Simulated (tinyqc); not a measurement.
## Scale length and length offset from two DIBL values

Question. DIBL = exp(-Le/(2 l)) + 2 exp(-Le/l) with Le = L - dL. Find l, dL and the drawn length for a DIBL of 100 mV/V.

DIBL at drawn lengths 81 and 140 nm (mV/V): 67.400938  7.4218009

Answer. With e = exp(-Le/(2 l)), 2 e^2 + e = DIBL gives e and so Le/l at each length; Le/l is a straight line in L with slope 1/l.

l = 14.0 nm
dL = 2.30 nm
length for 100 mV/V = 71.2 nm

Computed by the program tinyqc: `OMP_NUM_THREADS=1 python tinyqc.py 2002119 2002120 out.jsonl`, one thread of a shared Intel Xeon 2.30GHz, about 0.01 s for the whole run.
